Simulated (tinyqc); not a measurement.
The integration grid: Kohn-Sham LDA (VWN5) on finer and finer grids in the sto-6g basis, for H6, spin multiplicity 1. Computed by the program tinyqc with PySCF. 

Geometry (angstrom):
```
atom       x       y       z
H     0.0000  0.0000  0.0000
H     0.0000  0.0000  1.0820
H     0.0000  0.0000  2.3620
H     0.0000  0.0000  3.4450
H     0.0000  0.0000  4.7250
H     0.0000  0.0000  5.8070
```

Self-consistent on each grid; the net force on the molecule should vanish.

Kohn-Sham energy on Becke grids (radial x angular points per atom):
```
grid       points  residual of the electron count  E (hartree)  E - finest (mhartree)  largest net force without grid terms (hartree/bohr)
10 x 14       810                        3.00e-02     -3.23980               -1.86571                                             1.61e-15
15 x 26      2294                       -5.94e-04     -3.23963               -1.70232                                             4.18e-17
20 x 50      5938                        1.48e-04     -3.23796               -0.02545                                             1.44e-15
30 x 86     15384                        2.25e-05     -3.23795               -0.01454                                             1.67e-16
50 x 194    58042                       -5.02e-07     -3.23793                0.00029                                             1.51e-15
75 x 302   135662                        2.62e-08     -3.23793                0.00000                                             1.01e-15
120 x 590  423856                       -2.28e-10     -3.23793                0.00000                                             1.39e-16
```

The energy is within 0.1 mhartree of the finest grid first at 20 x 50. The error has both signs, since quadrature is not variational. The net force vanishes by symmetry here, so only the electron count signals a poor grid.
